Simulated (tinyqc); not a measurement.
Stoner model of a band magnet at zero temperature. Changing the band width W. Computed by tinyqc, a small Python program. Command: `OMP_NUM_THREADS=1 python tinyqc.py 3001430 3001431 out.jsonl stoner sweep`. One thread of a shared host (Intel(R) Xeon(R) Processor @ 2.30GHz), about 0.04 s of CPU time with the checks.

Five orbitals per spin share one band; u = (E - E_bottom)/W runs from 0 to 1, and the states per spin, atom and energy are g = 5 d(u)/W with d = (8/pi) sqrt(u (1 - u)). N(u) is the integral of d from 0. The moment m = n_up - n_down (electrons per atom) moves the fillings to n +/- m/10; the energy is E(m) = E_band(m) - I m^2/4.

Inputs (values chosen for the exercise, for a model d band):
```
quantity                    value  unit
filling n per spin orbital   0.77     -
Stoner parameter I          0.674    eV
start moment m0              0.84  mu_B
largest number of steps       600     -
```

Density of states: semi-elliptic.

Method. Solve N(u_F) = n; g_F = 5 d(u_F)/W; the Stoner product is I g_F. Split the bands by Delta = I m, find the common Fermi level that keeps 10 n electrons, and read m(out) = 5 [N(u + Delta/(2W)) - N(u - Delta/(2W))], N clipped to 0 and 1. Start from m0 (at most 0.9 m_max, m_max = 10 min(n, 1 - n)); stop when m changes by less than 1e-8; moments under 1e-5 count as 0.

One run for each value:
```
band width W (eV)  moment m (mu_B)  Stoner product I g_F  g_F (1/eV)
4.36                             0               0.88442      1.3122
5.07                             0               0.76056      1.1284
5.78                             0               0.66714      0.9898
6.49                             0               0.59415      0.8815
7.20                             0               0.53556      0.7946
7.91                             0               0.48749      0.7233
8.63                             0               0.44682      0.6629
9.34                             0               0.41285      0.6125
10.10                            0               0.38179      0.5664
```

What does the table show, and why?

Over the rows, moment m (mu_B) does not change; Stoner product I g_F falls from 0.884 to 0.382 (exponent d ln y / d ln x about -1.0 throughout); g_F (1/eV) falls from 1.31 to 0.566 (exponent d ln y / d ln x about -1.0 throughout). Compression widens the band and lowers g_F as 1/W.

Extremes, crossings and ranges named in words are read from the listed rows.
